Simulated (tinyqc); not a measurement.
Changing the transport mass m: inversion-layer mobility, back-scattering and ballistic limit of a field-effect transistor. Computed by tinyqc, a small Python program. Command: `OMP_NUM_THREADS=1 python tinyqc.py 3027297 3027298 out.jsonl mos sweep`. One thread of a shared host (Intel(R) Xeon(R) Processor @ 2.30GHz), about 0.02 s of CPU time with the checks.

The charge at the top of the source barrier is fixed by the gate; series resistance and short-channel effects are left out. F_j are Fermi integrals normalised to exp(eta) in the classical limit.

Inputs (values chosen for the exercise, modelled on a 4H-SiC n-channel):
```
quantity,value,unit
valley degeneracy g_v,3,-
weight w of the inversion charge,0.5,-
permittivity eps,9.7,-
"phonon mobility at 1 MV/cm and 300 K, mu_ph",86,cm^2/(V s)
"roughness mobility at 1 MV/cm, mu_sr",63,cm^2/(V s)
"Coulomb mobility at N_inv = 1e12/cm^2, mu_C",35,cm^2/(V s)
electrical oxide thickness t_inv,4.9,nm
depletion charge N_dep,2e+12,1/cm^2
gate overdrive V_G - V_T,0.49,V
drain voltage V_D,0.05,V
channel length L,39,nm
exponent a of the critical length,0.77,-
temperature T,200,K
```

Statistics at the top of the barrier: Fermi-Dirac.

Constants: eps_0 = 8.8541878128e-12 F/m; e = 1.602176634e-19 C; m_0 = 9.1093837015e-31 kg; k_B = 1.380649e-23 J/K; hbar = 1.054571817e-34 J s; k_B = 8.617333262e-05 eV/K.

Method:
- N_inv = 3.9 eps_0 (V_G - V_T)/(e t_inv); effective field E_eff = e (N_dep + w N_inv)/(eps eps_0).
- mu_phonon = mu_ph (E_eff/1 MV/cm)^(-0.3) (T/300 K)^(-1.75); mu_rough = mu_sr (E_eff/1 MV/cm)^(-2); mu_Coulomb = mu_C (N_inv/1e12 cm^-2) (T/300 K); Matthiessen's rule adds 1/mu.
- F_j(eta) = (1/Gamma(j + 1)) int_0^infinity x^j/(1 + exp(x - eta)) dx, F_0 = ln(1 + exp(eta)). Integrals over x = E/(k_B T) use 160 Gauss-Legendre points in u = sqrt(x) from 0 to sqrt(max(eta, 0) + 32).
- Ballistic channel: N_2D = g_v m k_B T/(pi hbar^2), U = e V_D/(k_B T); eta_F solves N_inv = (N_2D/2)[F_0(eta_F) + F_0(eta_F - U)]; v_T = sqrt(2 k_B T/(pi m)); I/W = e (N_2D/2) v_T [F_1/2(eta_F) - F_1/2(eta_F - U)]; injection velocity v_T F_1/2(eta_F)/F_0(eta_F).
- Mean free path lambda = (2 k_B T/e)(mu/v_T) F_0(eta_0)/F_-1/2(eta_0), with eta_0 from N_inv = N_2D F_0(eta_0); critical length l = L (1 + U)^(-a), an empirical rule; back-scattering r = l/(l + lambda). Then eta solves N_inv = (N_2D/2)[(1 + r) F_0(eta) + (1 - r) F_0(eta - U)] and I/W = e (N_2D/2) v_T (1 - r)[F_1/2(eta) - F_1/2(eta - U)].
- Ballistic ratio: I over the ballistic current. Apparent mobility 1/(1/mu + 1/mu_B), mu_B = mu L/lambda.

One run for each value:
```
transport mass m (m_0),injection velocity (1e7 cm/s),ballistic current I/W (microampere/micrometre),eta_F,ballistic ratio
0.030,4.369,733.6,4.695,0.03922
0.044,3.232,675.4,3.481,0.03609
0.063,2.462,596.0,2.557,0.03524
0.092,1.871,500.1,1.736,0.03686
0.130,1.475,416.3,1.094,0.04031
0.200,1.118,328.1,0.409,0.04686
0.410,0.733,221.5,-0.550,0.06295
0.600,0.593,180.8,-1.002,0.07429
```

Give the missing row, transport mass m (m_0) = 0.280.

Computed row; columns: (1) transport mass m (m_0); (2) injection velocity (1e7 cm/s); (3) ballistic current I/W (microampere/micrometre); (4) eta_F; (5) ballistic ratio:
```
(1)      (2)    (3)     (4)      (5)
0.280  0.913  272.4  -0.062  0.05358
```

Interpolating between the two neighbouring rows (the first column on a logarithmic scale, the others too where they are positive) misses most in eta_F, by 35 %. Over the rows, injection velocity (1e7 cm/s) falls from 4.37 to 0.593 (exponent d ln y / d ln x -0.79 between the first rows and -0.55 between the last); ballistic current I/W (microampere/micrometre) falls from 734 to 181 (exponent d ln y / d ln x -0.22 between the first rows and -0.53 between the last); eta_F falls from 4.70 to -1.00. At the high end the exponent of injection velocity is -0.55, close to -0.50: a thermal velocity. N_inv and mu are held fixed; in a real device a light mass also lowers the gate capacitance.

Caution (rows 0.0300): the Fermi level lies so high that further subbands and non-parabolicity matter.
